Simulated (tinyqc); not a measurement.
Charge pumping in an n-channel transistor: one step of the calculation.

The gate is pulsed from accumulation to inversion and back. Energies E are counted from the intrinsic level; Dit(E) = D0 [1 + b (2 E/Eg)^2]. During each edge the traps near the bands emit their carriers, and those between Eh and Ee recombine once a cycle.

Question. Emission levels. ni = sqrt(Nc Nv) exp(-Eg/(2 Vt)), Eg in volts; emission times te = (dV/Va) tf and th = (dV/Va) tr; Ee = -Vt ln(vth sn ni te), Eh = +Vt ln(vth sp ni th).

Parameters, values chosen for the exercise; band and dielectric values close to those of silicon:
```
symbol    value   unit                                                               meaning
T           200      K                                                           temperature
Eg         1.14     eV                                                              band gap
Nc      1.55e19  cm^-3                            conduction-band density of states at 200 K
Nv      1.42e19  cm^-3                               valence-band density of states at 200 K
sn      2.2e-16   cm^2                                           cross-section for electrons
sp      1.1e-16   cm^2                                               cross-section for holes
vth       1.2e7   cm/s  thermal velocity at 200 K, one nominal value for electrons and holes
dV         0.86      V                                                             Vth - Vfb
Va          2.6      V                                                          pulse height
tr          520     ns                                                             rise time
tf          880     ns                                                             fall time
```

Constants: q = 1.602176634e-19 C, kB = 1.380649e-23 J/K, Vt = kB T/q. Results are converted to the units shown.

Give: ni; te; th; Ee; Eh.

Answer.

ni = 6.426e4 cm^-3
te = 291.1 ns
th = 172.0 ns
Ee = 0.4090 eV
Eh = -0.4300 eV

The window covers 73.6 % of the gap.

Range of the model: The Fermi levels of inversion and accumulation are taken to lie beyond Ee and Eh, the flat tops to fill all traps, and no geometric current is added.

Program tinyqc, `OMP_NUM_THREADS=1 python tinyqc.py 2030023 2030024 out.jsonl`; Intel Xeon 2.30GHz, shared host, one thread, about 0.01 s.
